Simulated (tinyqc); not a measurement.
## Metal-interlayer-semiconductor contact, depinning against tunnelling resistance: contact resistivity against the interlayer thickness

Zero bias, n-type semiconductor. Gap states at the semiconductor surface thin out as exp(-be ti), which unpins the barrier; electrons must then cross the interlayer (a rectangular barrier, no voltage drop across it) and the parabolic depleted layer, both by WKB. Energies E are counted from the Fermi level; no image force, parabolic bands.

S = 1/(1 + (1/S0 - 1) exp(-be ti)); phiB = S (phiM - chi) + (1 - S)(Eg - E0); xi = Ec - EF deep inside, from Nd = Nc F(-xi/Vt), F(x) = (2/sqrt(pi)) int_0^infinity sqrt(u) du/(1 + exp(u - x)); band bending U = phiB - xi; E00 = (hbar/2) sqrt(Nd/(eps0 eps_r mt m0)) in volts; A = 4 pi q mA m0 kB^2/h^3. With U = phiB - xi: for xi < E < phiB, y = (E - xi)/U and G1 = (U/E00) [sqrt(1 - y) - y ln((1 + sqrt(1 - y))/sqrt(y))], G1 = 0 above phiB; G2 = 2 ti sqrt(mi max(phiB + dE - E, 0)/C), C = hbar^2/(2 m0); f = 1/(1 + exp(E/Vt)); 1/rho_c = (A T^2/Vt^2) times the integral of exp(-G1 - G2) f over E from xi upwards. Shares under 0.001 % are printed as 0; rows without band bending are left out.

Parameters, values chosen for the exercise; semiconductor values close to those of gallium nitride; interlayer mass of the order of that in aluminium oxide, offset chosen freely:
```
symbol,value,unit,meaning
T,300,K,temperature
Eg,3.43,eV,band gap
eps_r,9.19,,relative permittivity
chi,3.97,eV,electron affinity
Nc,2.3e18,cm^-3,conduction-band density of states at T
mt,0.193,m0,tunnelling mass in the semiconductor
mA,0.197,m0,Richardson mass
Nd,2.8e18,cm^-3,donor density
E0,2.4,eV,charge-neutrality level above the valence band
S0,0.62,,pinning factor without interlayer
phiM,4.11,eV,metal work function
dE,2.5,eV,conduction-band offset of the interlayer above the semiconductor
mi,0.34,m0,tunnelling mass in the interlayer
be,5.3,1/nm,decay constant of gap states through the interlayer
```

Constants: q = 1.602176634e-19 C, kB = 1.380649e-23 J/K, eps0 = 8.8541878128e-12 F/m, hbar = 1.054571817e-34 J s, h = 6.62607015e-34 J s, m0 = 9.1093837015e-31 kg, Vt = kB T/q, hbar^2/(2 m0) = 0.0380998212 eV nm^2. Results are converted to the units shown.

The same in every row: E00/Vt = 0.902.

Result of one run:

| ti (nm) | S | phiB (eV) | rho_c (ohm cm^2) | rho_c with G2 = 0 (ohm cm^2) | peak of the integrand (eV) | share above phiB (%) |
|---|---|---|---|---|---|---|
| 1.5 | 1.00 | 0.140 | 0.347 | 2.05e-7 | 0.0729 | 9.55 |

What becomes of these results when the interlayer thickness ti is changed from 1.5 to 2.1 nm, all else the same?

Result of the changed run:

| ti (nm) | S | phiB (eV) | rho_c (ohm cm^2) | rho_c with G2 = 0 (ohm cm^2) | peak of the integrand (eV) | share above phiB (%) |
|---|---|---|---|---|---|---|
| 2.1 | 1.00 | 0.140 | 107 | 2.04e-7 | 0.0753 | 10.5 |

The whole series:

| ti (nm) | S | phiB (eV) | rho_c (ohm cm^2) | rho_c with G2 = 0 (ohm cm^2) | peak of the integrand (eV) | share above phiB (%) |
|---|---|---|---|---|---|---|
| 0 | 0.620 | 0.478 | 0.00309 | 0.00309 | 0.224 | 0.236 |
| 0.3 | 0.889 | 0.239 | 5.38e-5 | 2.96e-6 | 0.112 | 2.57 |
| 0.6 | 0.975 | 0.162 | 1.14e-4 | 3.63e-7 | 0.0789 | 6.34 |
| 0.9 | 0.995 | 0.145 | 0.00126 | 2.30e-7 | 0.0724 | 8.21 |
| 1.2 | 0.999 | 0.141 | 0.0201 | 2.09e-7 | 0.0720 | 9.01 |
| 1.5 | 1.00 | 0.140 | 0.347 | 2.05e-7 | 0.0729 | 9.55 |
| 1.8 | 1.00 | 0.140 | 6.08 | 2.04e-7 | 0.0741 | 10.0 |
| 2.1 | 1.00 | 0.140 | 107 | 2.04e-7 | 0.0753 | 10.5 |
| 2.4 | 1.00 | 0.140 | 1.87e3 | 2.04e-7 | 0.0766 | 11.1 |

As ti goes from 0 to 2.4, phiB falls from 0.478 to 0.140 eV and rho_c goes from 0.00309 through a minimum of 5.38e-5 (at ti = 0.3 among the rows listed) to 1870 ohm cm^2. At ti = 0.3 nm rho_c is 57.5 times lower than without interlayer: up to there the falling barrier gains more than tunnelling through the layer costs, beyond it the layer dominates. The ratio of rho_c to its value with G2 = 0 runs from 1.00 to 9.17e9.

Range of the model: The depletion charge would drop about 0.076 V across such an interlayer (eps_r near 9) at ti = 1.8 nm and Nd = 2.8e18 cm^-3, against a band bending of 0.16 V; this model leaves that drop out.

Numbers from tinyqc (`OMP_NUM_THREADS=1 python tinyqc.py 2270032 2270033 out.jsonl`; about 0.02 s on one thread of a shared Intel Xeon 2.30GHz).
